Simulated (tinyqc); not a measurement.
Worked calculation: interband optics of a two-band s-p chain from momentum matrix elements. Values are carried at full precision from step to step, so a last printed digit may differ when a step is redone from the rounded ones.

H(k) = [[Es - 2 ts cos ka, 2i V sin ka], [-2i V sin ka, Ep_ + 2 tp cos ka]] in the basis s, p; the lower band is full, with two electrons a cell. The velocity operator times hbar is W = dH/dk (eV angstrom); intra-atomic dipoles are left out.

Constants: hbar^2/2m0 = 3.80998211 eV angstrom^2; e^2/(4 pi eps0) = 14.39964547 eV angstrom.

Inputs chosen for the exercise:
```
symbol  value  unit        meaning
a       3.32   angstrom    period
Es      1.61   eV          upper orbital (s)
Ep_     -2.37  eV          lower orbital (p)
ts      0.6    eV          s-s hopping
tp      0.56   eV          p-p hopping
V       1.44   eV          s-p hopping
k       0.23   2 pi/a      wave vector
N       12                 k points
Ar      10.3   angstrom^2  cross-section per chain
eta     0.15   eV          Lorentzian half width
E       0.99   eV          photon energy
```

## Hamiltonian and velocity at one k

Form H and W = dH/dk.

H (eV):
```
          s        p
s    1.4596  2.8573i
p  -2.8573i  -2.2296
```

W (eV angstrom):
```
          s        p
s    3.9526  1.1984i
p  -1.1984i  -3.6891
```

## Matrix element between the bands

Diagonalise H, transform W, and form w = |W_cv|^2, the Kane-type energy w/c and the oscillator strength f = w/(c D), c = hbar^2/2m0, D = Ec - Ev.

Ev, Ec (eV): -3.7860  3.0160

weights:
```
        v       c
s  0.2288  0.7712
p  0.7712  0.2288
```

slopes dEv/dk, dEc/dk (eV angstrom): -2.947  3.211

w = 6.554 eV^2 angstrom^2
w/c = 1.720 eV
f = 0.253

## Transitions on the mesh

At each k_j = (j + 1/2)/N (2 pi/a) up to the zone edge give D = Ec - Ev, w = |<c|W|v>|^2 and f = w/(c D), c = hbar^2/2m0; the other half of the zone repeats the values.

Transitions:
```
k (2 pi/a)  D (eV)  w (eV^2 angstrom^2)      f
0.0417      2.2906               40.491  4.640
0.1250      4.6970                1.012  0.057
0.2083      6.5097                3.590  0.145
0.2917      7.2066               19.757  0.720
0.3750      6.9411               50.023  1.892
0.4583      6.3971               84.894  3.483
```

D runs from 2.291 to 7.207 eV on the mesh; f is largest at k = 0.0417.

## Dielectric function from the table

With w(k) = |<c|W|v>|^2 and D(k) = Ec - Ev, on the mesh k_j = (j + 1/2)/N (2 pi/a): eps(E) = 1 + (8 pi e2/(a Ar)) mean_j (w/D^2) [1/(D - E - i eta) + 1/(D + E + i eta)], e2 = e^2/(4 pi eps0); light polarised along the chains, no local fields.

Take the mean over the rows. Also eps(0) at eta = 0, and the effective electrons per cell n_eff = 2 mean(f).

eps(E) = 17.452+1.016i
eps(0) = 14.824
n_eff = 3.645

On a mesh of 2000 points the values are 34.701+4.164i, 25.796 and 4.155. n_eff need not equal the 2 electrons of the cell: a two-orbital basis with chosen hoppings does not obey the sum rule of free electrons.

## Checks

- Curvature of the lower band against <v|d2H/dk2|v> - 2 w/D (eV angstrom^2): both 23.72.
- Zone mean of 2 w/D against the zone mean of <v|d2H/dk2|v>, the f-sum rule of a full band (eV angstrom^2): both 15.832.

Run: tinyqc, `OMP_NUM_THREADS=1 python tinyqc.py 1682551 1682552 out.jsonl`; Intel(R) Xeon(R) Processor @ 2.30GHz, one thread, shared host; about 0.01 s of CPU time with all checks.
